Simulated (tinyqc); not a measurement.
# p-n diode with diffusion and depletion-layer recombination: two studies

Abrupt junction in the depletion approximation, low injection, full ionisation, neutral widths fixed, ohmic contact on the p side. Vj is the junction voltage; where a series resistance Rs is given, V = Vj + J Rs is the terminal voltage.

Inputs (values chosen for the exercise); band and dielectric values close to those of silicon:
- T = 450 K (temperature)
- Eg = 1.13 eV (band gap)
- eps_r = 11.8 (relative permittivity)
- Nc = 5.18e19 cm^-3 (conduction-band density of states at T)
- Nv = 4.92e19 cm^-3 (valence-band density of states at T)
- Na = 4.9e16 cm^-3 (acceptor density)
- Nd = 8.4e17 cm^-3 (donor density)
- mun = 830 cm^2/(V s) (electron mobility in the p side)
- mup = 140 cm^2/(V s) (hole mobility in the n side)
- tn = 4e-8 s (electron lifetime)
- tp = 3e-6 s (hole lifetime)
- wp = 3.9 um (neutral width of the p side)
- wn = 11 um (neutral width of the n side)
- Sp = 1e7 cm/s (recombination velocity at the n contact)
- Rs = 0.0002 ohm cm^2 (series resistance)
- Et = 0 eV (trap level above the intrinsic level)
- Vj = 0.37 V (junction voltage at which recombination is evaluated)

Constants: q = 1.602176634e-19 C, kB = 1.380649e-23 J/K, Vt = kB T/q, eps0 = 8.8541878128e-14 F/cm where lengths are in cm. Results are converted to the units shown.

Each table varies one quantity; the others keep the values above.

## Currents and ideality against junction voltage

ni = sqrt(Nc Nv) exp(-Eg/(2 Vt)), Eg in volts; D = mu Vt; Ln = sqrt(Dn tn), Lp = sqrt(Dp tp); J0n = q ni^2 Dn coth(wp/Ln)/(Ln Na); J0p = (q ni^2 Dp/(Lp Nd)) (s + tanh(wn/Lp))/(1 + s tanh(wn/Lp)), s = Sp Lp/Dp. J_diff = (J0n + J0p)(exp(Vj/Vt) - 1). Vbi = Vt ln(Na Nd/ni^2), W = sqrt(2 eps0 eps_r (Vbi - Vj)(1/Na + 1/Nd)/q), xp = W Nd/(Na + Nd), xn = W Na/(Na + Nd); u(x) = q Na (x + xp)^2/(2 eps0 eps_r) for x < 0 and Vbi - Vj - q Nd (xn - x)^2/(2 eps0 eps_r) for x > 0; p = Na exp(-u/Vt), n = Nd exp((u - Vbi + Vj)/Vt); U = ni^2 (exp(Vj/Vt) - 1)/(tp (n + ni exp(Et/Vt)) + tn (p + ni exp(-Et/Vt))); J_scr = q times the integral of U from -xp to xn. J = J_diff + J_scr. Ideality = (1/Vt) dVj/d ln J or (1/Vt) dV/d ln J; last column ni^2 exp(Vj/Vt)/N^2.

Result of one run:
columns A: Vj (V); B: J_diff (A/cm^2); C: J_scr (A/cm^2); D: J (A/cm^2); E: V (V); F: ideality against Vj; G: ideality against V; H: minority/doping, lighter side
```
A           B         C       D       E      F      G         H
0.25  0.09984  4.517e-4  0.1003  0.2500  1.000  1.001  1.480e-4
```

What becomes of these results when the junction voltage at which recombination is evaluated Vj is changed from 0.25 to 0.47 V, all else the same?

Result of the changed run:
columns A: Vj (V); B: J_diff (A/cm^2); C: J_scr (A/cm^2); D: J (A/cm^2); E: V (V); F: ideality against Vj; G: ideality against V; H: minority/doping, lighter side
```
A         B         C      D       E      F      G        H
0.47  29.10  0.006330  29.10  0.4758  1.000  1.150  0.04308
```

The whole series:
columns A: Vj (V); B: J_diff (A/cm^2); C: J_scr (A/cm^2); D: J (A/cm^2); E: V (V); F: ideality against Vj; G: ideality against V; H: minority/doping, lighter side
```
A           B         C        D       E       F       G         H
0.18  0.01629  1.368e-4  0.01642  0.1800  0.9930  0.9931  2.434e-5
0.21  0.03549  2.307e-4  0.03572  0.2100  0.9977  0.9979  5.277e-5
0.25  0.09984  4.517e-4   0.1003  0.2500   1.000   1.001  1.480e-4
0.29   0.2804  8.628e-4   0.2812  0.2901   1.001   1.002  4.153e-4
0.32   0.6079  0.001374   0.6093  0.3201   1.001   1.004  9.001e-4
0.36    1.706  0.002438    1.708  0.3603   1.001   1.009  0.002525
0.4     4.785  0.003927    4.789  0.4010   1.000   1.025  0.007084
0.43    10.37  0.005108    10.38  0.4321   1.000   1.054   0.01535
0.47    29.10  0.006330    29.10  0.4758   1.000   1.150   0.04308
```

The ideality against Vj goes from 0.9930 through a maximum of 1.001 (at Vj = 0.32 V among the rows listed) to 1.000. Diffusion is the larger current in every row. J_scr alone has an ideality of 1.48 between the first two rows and 4.81 between the last two. From Vj = 0.47 V the series resistance raises the terminal ideality by over a tenth; there J Rs = 0.15 Vt.

## Effect of the recombination velocity at the n contact

Same model as above.

J = J_diff + J_scr.

The same in every row: J0n (A/cm^2) = 1.580e-4; J_scr (A/cm^2) = 0.002777; wn/Lp = 0.2726.

Effect of the recombination velocity at the n contact:
```
Sp (cm/s)  J0p (A/cm^2)  J_diff (A/cm^2)  J_scr/J (%)
1              3.856e-8            2.200       0.1261
10             3.945e-8            2.200       0.1261
100            4.825e-8            2.201       0.1260
1000           1.218e-7            2.202       0.1260
10000          3.739e-7            2.205       0.1258
1e5            5.192e-7            2.207       0.1257
1e6            5.409e-7            2.207       0.1257
1e7            5.432e-7            2.207       0.1257
```

As Sp goes from 1 to 1e7, J0p rises from 3.86e-8 to 5.43e-7 A/cm^2, J_scr stays at 0.00278 A/cm^2 and its share stays near 0.126 %. J0p crosses its long-base value at Sp = Dp/Lp = 1350 cm/s; with wn/Lp = 0.27 the contact changes it by a factor of 14.1 over the table.

Program tinyqc, `OMP_NUM_THREADS=1 python tinyqc.py 2260021 2260022 out.jsonl`; Intel Xeon 2.30GHz, shared host, one thread, about 0.01 s.
